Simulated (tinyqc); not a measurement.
Donor near an oxide interface in a gate field (two-state model), step by step. Values are carried at full precision from step to step, so a last printed digit may differ when a step is redone from the rounded ones.

Interface at z = 0 (hard wall), donor at z = d, field F pulling electrons to the interface: potential e F z; 1 kV/cm = 1e-5 eV/angstrom, c = hbar^2/2m0, q = e^2/(4 pi eps0), Q = (eps - eo)/(eps + eo). Donor state: E_D = e F d - ED - q Q/(4 eps d), the last term joining the images of ion and electron. Interface state: z exp(-b z/2) exp(-rho^2/(2 L^2)) with E_z = c b^2/(4 mz) + 3 e F/b + q Q b/(8 eps), minimised over b; in the plane at z = 3/b the ion (distance D = d - 3/b) and its image (D' = d + 3/b) give E_rho = c/(mt L^2) - (q/eps)(sqrt(pi)/L)[erfcx(D/L) + Q erfcx(D'/L)], erfcx(x) = exp(x^2) erfc(x), minimised over L. E_I = E_z + E_rho.

Constants: hbar^2/2m0 = 3.80998211 eV angstrom^2; e^2/(4 pi eps0) = 14.39964547 eV angstrom.

Inputs chosen for the exercise (near those of a donor in Si below SiO2, static dielectric constants; the results hold for these values, not for the real material): d = 180 angstrom (depth of the donor); ED = 52.9 meV (bulk binding energy); mz = 0.909 m0 (mass across the interface); mt = 0.19 m0 (mass in the plane); eps = 11.3 (dielectric constant of the semiconductor); eo = 3.9 (dielectric constant of the oxide); F = 46.9 kV/cm (field in the semiconductor); aD = 15.3 angstrom (donor radius); v = 0.51 (valley factor).

## The interface state across the interface

Solve c b/(2 mz) - 3 e F/b^2 + q Q/(8 eps) = 0; give Q, b, the three terms of E_z and <z> = 3/b.

Q = 0.4868
b = 0.07681 1/angstrom

kinetic, field and image terms (meV): 6.18  18.32  5.96

<z> = 39.1 angstrom

The image pushes the electron away from the oxide; without it <z> would be 34.3 angstrom.

## Binding in the plane

Give D, D', the best L, both terms and E_rho.

D, D' (angstrom): 140.9  219.1

L = 121.2 angstrom

kinetic and Coulomb terms (meV): 1.36  -9.73

E_rho = -8.36 meV

The bottom of the well lies at -11.9 meV, so the level is 30 % of the way up; L/D = 0.86. Above the critical field the ionised donor would thus still hold its electron as a dot at the interface.

## Where the electron sits

The two states couple by t = t0 exp(-D/aD) with t0 = q/(eps aD) (2 aD/L) sqrt(aD b/2) v, v a valley factor; this form is an estimate. With detuning u = E_D - E_I the splitting is sqrt(u^2 + 4 t^2) and the lower state has weight (1 - u/sqrt(u^2 + 4 t^2))/2 on the donor.

Give E_D, E_I, t, the splitting and the donor weight.

E_D, E_I (meV): 30.66  22.09

t = 0.000821 meV
splitting = 8.57 meV
donor weight = 0.000

The electron is at the interface; the contact hyperfine coupling scales with the donor weight. With this t, the tunnelling time pi hbar/(2t) at a crossing would be 1.26e+03 ps (hbar = 6.58212e-16 eV s); here the detuning is 1.04e+04 t.

## Critical field

Find F at which E_D = E_I; compare the rule e F d = ED. The crossing width is 4t/(e D), with t and D formed anew at that field.

critical field = 40.7 kV/cm
ED/(e d) = 29.4 kV/cm
width = 0.0027 kV/cm

The confinement energy E_z = 28.0 meV raises the field needed and the attraction E_rho = -8.4 meV lowers it; the result is 1.39 times the simple rule.

## Checks

- E_z without images against 1.5 x 6^(2/3)/2 (c (e F)^2/mz)^(1/3), meV: both 24.10.
- E_rho from the radial equation in the full Coulomb well against the Gaussian trial function, meV: both -8.4.

(tinyqc, `OMP_NUM_THREADS=1 python tinyqc.py 1252291 1252292 out.jsonl`, Intel(R) Xeon(R) Processor @ 2.30GHz, 1 thread, shared host, about 0.07 s.)
